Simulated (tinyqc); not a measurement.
Worked calculation: coupled-perturbed Hartree-Fock on RHF in the 6-311g basis, for H-, spin multiplicity 1. The basis has no diffuse functions, so it cannot describe the extra electron: this is an exercise in the method, not the real anion. The polarisability along this axis is zero because the basis has no function that the field can mix in; the real value is not. One step of it, computed by the program tinyqc.

Question. Iteration 6 (converged): orbitals. Diagonalise F' = X^T F X, C = X C', fill 1 alpha and 1 beta electrons from the bottom; D = 2 C_occ C_occ^T. Each column has its largest component positive (the first on a tie).

converged F (hartree), lower triangle:
```
           1H 1s      1H 2s     1H 3s
1H 1s   1.153994
1H 2s  -0.021484   0.169888
1H 3s  -0.261960  -0.038268  0.063977
```

X:
```
               1          2         3
1H 1s  -1.182805   0.952862  0.349221
1H 2s   2.312658  -0.064800  0.427480
1H 3s  -1.552142  -0.822676  0.370813
```

Give: F' = X^T F X; orbital energies; coefficients C; D after iteration 6.

Answer.

F' = X^T F X (hartree), lower triangle:
```
         1       2       3
1   2.1076
2  -1.0919  1.5010
3  -0.1026  0.3486  0.0942
```

orbital energies (hartree): MO1 -0.0037, MO2 0.7390, MO3 2.9676

coefficients C:
```
          MO1      MO2      MO3
1H 1s  0.1750   0.0850  -1.5463
1H 2s  0.1747   1.4880   1.8140
1H 3s  0.7648  -1.4374  -0.7566
```

D after iteration 6, lower triangle:
```
        1H 1s   1H 2s   1H 3s
1H 1s  0.0612
1H 2s  0.0611  0.0610
1H 3s  0.2676  0.2672  1.1697
```
